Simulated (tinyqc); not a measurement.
From results back to parameters: Tamm state at the end of a one-band chain. Three cases, with inputs chosen for the exercise.

Problem. The end state of a chain with hopping -t and end-site shift D has E = D + t^2/D and weight 1 - (t/D)^2 on the end site. The values below come from hidden t and D.

Case 1.

E = -5.113896 eV
weight = 0.731043

Case 2.

E = -5.342775 eV
weight = 0.774593

Case 3.

E = -2.479854 eV
weight = 0.796187

Find: D, t.

Solution. With (t/D)^2 = 1 - w, E = D (2 - w), which gives D, and t = |D| sqrt(1 - w).

Case 1.

D, t (eV): -4.030  2.090

Case 2.

D, t (eV): -4.360  2.070

Case 3.

D, t (eV): -2.060  0.930

Computed by tinyqc, one run a case: `OMP_NUM_THREADS=1 python tinyqc.py N N+1 out.jsonl` with N = 1480553, 1480574, 1480989; one thread of a shared Intel(R) Xeon(R) Processor @ 2.30GHz, about 0.01 s a run at most.
